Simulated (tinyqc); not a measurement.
## Free and trapped electrons in a MOS channel with a dense trap tail: effect of the temperature

p-type body, charge-sheet picture, full ionisation (an idealisation for deep acceptors), Boltzmann statistics for free electrons. e = Ec - EF at the surface. Acceptor-like traps of density D(E) = D0 + De exp(-E/Ew) at depth E below Ec, from 0 to Eu, hold n_t = integral of D(E)/(1 + exp((e - E)/Vt)). psi = Eg - Vt ln(Nv/Na) - e; N_dep = sqrt(2 eps0 eps_r Na (psi - Vt)/q); n_f = sqrt(N_dep^2 + 2 eps0 eps_r Vt Nc exp(-e/Vt)/q) - N_dep; Vg = Vfb + psi + q (N_dep + n_t + n_f)/Cox, Cox = eps0 eox/tox.

Nc and Nv are given at 300 K and scale as (T/300 K)^1.5; Eg, Vfb and mf are held fixed. VT is the Vg for n_f = 1e11 cm^-2; swing ln 10 n_f/(dn_f/dVg) at n_f = 1e8 cm^-2; the last three columns are for Vg = VT + 2.5 V, with free share n_f/(n_f + n_t) and field-effect mobility mf q (dn_f/dVg)/Cox; there EF is near the band edge, where Boltzmann statistics are rough.

Parameters, values chosen for the exercise; band and dielectric values close to those of gallium nitride: band gap Eg = 3.37 eV; relative permittivity eps_r = 9.46; conduction-band density of states at the reference temperature Nc = 2.29e18 cm^-3; valence-band density of states at the reference temperature Nv = 4.6e19 cm^-3; relative permittivity of the insulator eox = 3.9; insulator thickness tox = 31 nm; acceptor density Na = 7e15 cm^-3; flat-band voltage without trapped charge Vfb = -2.33 V; constant background density of acceptor-like traps D0 = 1.5e10 cm^-2 eV^-1; density of the tail at the conduction edge De = 9.1e12 cm^-2 eV^-1; decay energy of the tail Ew = 0.09 eV; depth below Ec down to which the traps reach Eu = 0.51 eV; mobility of free electrons mf = 170 cm^2/(V s).

Constants: q = 1.602176634e-19 C, kB = 1.380649e-23 J/K, Vt = kB T/q, eps0 = 8.8541878128e-14 F/cm where lengths are in cm. Results are converted to the units shown.

Effect of the temperature:
```
T (K)	e at VT (eV)	VT (V)	q n_t/Cox at VT (V)	swing (mV/decade)	n_f (cm^-2)	free share (%)	field-effect mobility (cm^2/(V s))
200	0.01282	2.708	0.9816	170.2	1.654e12	66.93	166.8
250	0.02823	2.525	0.8638	154.0	1.569e12	65.99	164.8
300	0.04591	2.336	0.7439	139.7	1.489e12	65.18	162.0
350	0.06549	2.151	0.6301	130.1	1.420e12	64.68	158.3
400	0.08673	1.972	0.5271	125.8	1.364e12	64.56	154.1
450	0.1094	1.804	0.4366	125.9	1.323e12	64.87	149.8
500	0.1335	1.647	0.3589	129.2	1.295e12	65.56	145.7
550	0.1587	1.499	0.2933	134.5	1.278e12	66.58	142.2
```

As T goes from 200 to 550, VT falls from 2.71 to 1.50 V, its part due to traps falls from 0.982 to 0.293 V, the swing goes from 170 through a minimum of 126 (at T = 400 among the rows listed) to 134 mV/decade and the field-effect mobility falls from 167 to 142 cm^2/(V s). On heating the same n_f is reached with EF deeper in the gap, where fewer tail states are filled. For T = 200, 250, 300 e is under 2 Vt already at VT, so VT too is rough.

tinyqc, about 0.02 s, one thread, Intel Xeon 2.30GHz (shared host): `OMP_NUM_THREADS=1 python tinyqc.py 2222163 2222164 out.jsonl`
